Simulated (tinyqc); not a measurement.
# Biaxially strained (001) channel, valley splitting in an inversion layer: effect of the temperature

A thin layer grown on a relaxed buffer is stretched in the plane. The two valleys with their long axis along the growth direction (D2) sink against the four in-plane ones (D4); confinement in a triangular well splits them too. Only the lowest subband of each set is kept; one relaxation time, so the weakening of intervalley scattering is left out.

e_par = b1 x, e_perp = -2 (c12/c11) e_par, splitting D = Xu (e_par - e_perp), in-plane stress (c11 + c12 - 2 c12^2/c11) e_par. Levels E(m) = 2.33811 (hbar^2 q^2 F^2/(2 m))^(1/3): E2 = E(ml), E4 = E(mt) + D; N2 = 2 mt kB T/(pi hbar^2), N4 = 4 sqrt(mt ml) kB T/(pi hbar^2). EF solves Ns = N2 ln(1 + exp((EF - E2)/Vt)) + N4 ln(1 + exp((EF - E4)/Vt)); f2 is the share in D2, and 1/mc = f2/mt + (1 - f2)(1/mt + 1/ml)/2. The gain is mc(x = 0)/mc.

Inputs (values chosen for the exercise); values close to those of silicon on relaxed silicon-germanium: germanium share of the relaxed buffer x = 0.37; lattice mismatch per unit x b1 = 0.0418; elastic constant c11 = 167 GPa; elastic constant c12 = 65.9 GPa; shear deformation potential Xu = 9.19 eV; longitudinal mass ml = 0.902 m0; transverse mass mt = 0.196 m0; confining field F = 1.09 MV/cm; inversion density Ns = 1.1e12 cm^-2.

Constants: q = 1.602176634e-19 C, kB = 1.380649e-23 J/K, hbar = 1.054571817e-34 J s, m0 = 9.1093837015e-31 kg, Vt = kB T/q, hbar^2/(2 m0) = 0.0380998212 eV nm^2. Results are converted to the units shown.

The same in every row: D (meV) = 254.31.

Results:
```
T (K),f2 without strain,f2,mc (m0),gain
150,0.99959,1.0000,0.19600,1.0002
240,0.98712,1.0000,0.19600,1.0051
285,0.96856,1.0000,0.19600,1.0125
330,0.94083,0.99999,0.19600,1.0237
375,0.90588,0.99996,0.19600,1.0382
420,0.86651,0.99986,0.19601,1.0551
465,0.82534,0.99962,0.19603,1.0732
```

Estimate the missing row, T = 195 K.

Computed row:
```
T (K),f2 without strain,f2,mc (m0),gain
195,0.99657,1.0000,0.19600,1.0013
```

With this row back in the table: As T goes from 150 to 465 K, f2 stays near 1.00 (without strain: it falls from 1.00 to 0.825) and the gain rises from 1.00 to 1.07.

Numbers from tinyqc (`OMP_NUM_THREADS=1 python tinyqc.py 2530043 2530044 out.jsonl`; about 0.01 s on one thread of a shared Intel Xeon 2.30GHz).
